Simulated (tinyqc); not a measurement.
# Electromigration in a confined line: Blech product, Korhonen stress evolution and Black's law, step by step

A worked calculation. Computed by tinyqc, a small Python program that keeps every step. Command: `OMP_NUM_THREADS=1 python tinyqc.py 3025417 3025418 out.jsonl emigr walk`. One thread of a shared host (Intel(R) Xeon(R) Processor @ 2.30GHz), about 0.01 s of CPU time with the checks. Intermediate numbers are printed to about 5 digits and carried at full precision; extremes and crossings named in words are read from the listed rows.

The electron wind pushes atoms from the cathode (x = 0) to the anode (x = L); blocking ends build a back stress (tension positive). The input rho is taken not to change with temperature. d sigma/dt = d/dx [kappa (d sigma/dx + G)], with zero flux at both ends and sigma = sigma_0 at t = 0.

Inputs (values chosen for the exercise, close to those used for copper lines):
```
quantity                              value          unit
resistivity rho                        2.91  micro-ohm cm
atomic volume Omega                    11.8    angstrom^3
effective charge number Z*              2.1             -
prefactor D0                        7.2e-08         m^2/s
activation energy E                   0.913            eV
effective modulus B                      25           GPa
critical stress sigma_c                 130           MPa
initial stress sigma_0                   63           MPa
current density j                       5.1       MA/cm^2
line length L                            36            um
test temperature T                      220             C
time as a fraction of L^2/kappa, s     0.25             -
use temperature T_u                     125             C
use current density j_u                0.43       MA/cm^2
current exponent n                        1             -
```

Start: thermal stress.

Constants: e = 1.602176634e-19 C; k_B = 8.617333262e-05 eV/K; k_B = 1.380649e-23 J/K.

## Driving force and diffusivities

G = Z* e rho j/Omega; D = D0 exp(-E/(k_B T)); kappa = D B Omega/(k_B T); drift velocity of an unconfined line v = D Z* e rho j/(k_B T). SI: 1 micro-ohm cm = 1e-8 ohm m, 1 MA/cm^2 = 1e10 A/m^2. Temperatures in kelvin are T(C) + 273.15.

stress gradient G = 42.317 MPa/um

diffusivity D = 3.3641e-17 m^2/s

kappa = 1.4576e-15 m^2/s

drift velocity = 8.8818 nm/h

## Steady state and Blech product

At steady state sigma(x) = sigma_0 + G (L/2 - x). A void forms only if the cathode stress reaches sigma_c, that is if j L exceeds (j L)_c = 2 Omega (sigma_c - sigma_0)/(Z* e rho). Time scale tau = L^2/kappa.

steady cathode stress = 824.70 MPa

j L = 18360 A/cm

critical product (j L)_c = 1615.0 A/cm

tau = 246.99 h

j L is 11.4 times the critical product: the line can fail. Caution: a steady stress above sigma_c is formal, since a void forms first.

## Series terms at the cathode

sigma(x, t) = sigma_0 + G L [1/2 - x/L - 4 sum_(m odd) cos(m pi x/L) exp(-m^2 pi^2 s)/(m pi)^2], s = t/tau, summed to m = 399. The terms at x = 0 are 4 exp(-m^2 pi^2 s)/(m pi)^2; tau = L^2/kappa.

terms for m = 1, 3, 5, 7: 0.034370  1.0217e-11  2.6324e-29  2.5716e-55

cathode stress at time s = 772.34 MPa

time t = 61.747 h

Caution: the stress exceeds sigma_c: a void would already have formed and relaxed it, so the value is formal.

## Stress along the line

Steady state: sigma_0 + G L (1/2 - x/L). Take x/L = 0, 0.1, 0.2, 0.3, 0.4, 0.6, 0.8 and 1.

Stress (MPa):
```
x/L  at time s  steady state
0.0     772.34        824.70
0.1     622.56        672.36
0.2     477.66        520.02
0.3     336.90        367.68
0.4     199.16        215.34
0.6     -73.16        -89.34
0.8    -351.66       -394.02
1.0    -646.34       -698.70
```

Caution: stresses above sigma_c are formal, since a void forms first.

## Finite line against the semi-infinite law

Semi-infinite line: sigma(0, t) = sigma_0 + 2 G L sqrt(s/pi). One-term form: keep m = 1 alone.

Cathode stress (MPa):
```
s           t (h)  full series  semi-infinite  one term
0.002  4.9397e-01       139.87          139.9    219.36
0.005  1.2349e+00       184.55          184.5    237.02
0.01   2.4699e+00       234.90          234.9    265.31
0.02   4.9397e+00       306.10          306.1    317.89
0.05   1.2349e+01       446.96          447.4    447.77
0.1    2.4699e+01       594.58          606.6    594.59
0.2    4.9397e+01       738.93          831.7    738.93
0.4    9.8794e+01       812.79         1150.2    812.79
0.8    1.9759e+02       824.47         1600.5    824.47
```

Among these rows the semi-infinite law holds to 1 % up to s = 0.05 and the one-term form from s = 0.05 on: the far end is felt once sqrt(kappa t) is no longer small against L, and by then the terms with m > 1 have nearly died out. The critical stress 130 MPa is already passed in the first row. Caution: rows beyond sigma_c are formal, since a void ends the model there.

## Time to nucleate a void

Solve sigma(0, t) = sigma_c for s; the semi-infinite estimate is t = (pi/kappa) ((sigma_c - sigma_0)/(2 G))^2.

nucleation time = 0.37522 h

semi-infinite estimate = 0.37522 h

The two agree: the void nucleates before the far end is felt, so the time scales as 1/j^2 and not with L.

## Extrapolation by Black's law

Median life t50 = A j^(-n) exp(E/(k_B T)); acceleration factor = t50(use)/t50(test) = (j/j_u)^n exp[(E/k_B)(1/T_u - 1/T)].

current factor = 11.860

temperature factor = 168.38

acceleration factor = 1997.0

At the use current j_u L lies below the critical product, where Black's law does not apply: the line would not fail by this mechanism. Caution: j_u L lies below the critical product, so the acceleration factor is formal: at use the line would not void.

Checks made by the program: series against a 200-cell finite-volume solution (on the scale of G L) (relative difference 1e-06).
